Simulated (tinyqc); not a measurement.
Random telegraph noise from one oxide trap in a small MOSFET: one step of the calculation.

An acceptor-like trap exchanges electrons with the channel. Inversion charge Q = Cox u, u = n Vt W0(exp((Vg - VT)/(n Vt))), W0 the Lambert function, n = nf, Cox = eps0 eox/tox; linear regime Id = (W/L) mu Q Vd. Relative to threshold the surface potential rises by Vt ln(u/u0) and the oxide voltage by the rest of Vg - VT, with u0 = n Vt W0(1).

Task. Trap level, time constants and occupancy. N = Cox u/q; dpsi = Vt ln(u/u0); E = E0 - dpsi - (xt/tox)(Vg - VT - dpsi); capture time tc = 1/[(N/zi) vth s0 exp(-xt/lt - EB/Vt)]; emission time te = tc exp(-E/Vt); occupancy te/(tc + te).

Values chosen for this exercise; values of the order met in silicon transistors:
- T = 350 K (temperature)
- eox = 22 (relative permittivity of the gate insulator (close to hafnium oxide))
- tox = 13 nm (insulator thickness)
- xt = 2 nm (depth of the trap from the channel interface)
- E0 = 0.07 eV (trap level above the channel Fermi level at threshold)
- s0 = 4e-17 cm^2 (capture prefactor)
- EB = 0.21 eV (capture barrier (lattice relaxation))
- lt = 0.13 nm (tunnelling decay length)
- vth = 1.7e7 cm/s (thermal velocity)
- zi = 1.8 nm (thickness of the inversion layer)
- VT = 0.22 V (threshold voltage)
- nf = 1.14 (body factor)
- Vg = 0.31 V (gate voltage)

Constants: q = 1.602176634e-19 C, kB = 1.380649e-23 J/K, Vt = kB T/q, eps0 = 8.8541878128e-14 F/cm where lengths are in cm. Results are converted to the units shown.

Give: u; N; dpsi; E; tc; te; occupancy.

Result.

u = 0.067041 V
N = 6.2699e11 cm^-2
dpsi = 0.037245 V
E = 0.024639 eV
tc = 2.1420 s
te = 0.94632 s
occupancy = 0.30642

The trap lies 0.82 Vt above the Fermi level, so it is filled 30.6 % of the time.

Range of the model: VT is taken as given; short-channel effects and the uneven flow of current among few electrons are left out.

Program tinyqc, `OMP_NUM_THREADS=1 python tinyqc.py 2710160 2710161 out.jsonl`; Intel Xeon 2.30GHz, shared host, one thread, about 0.01 s.
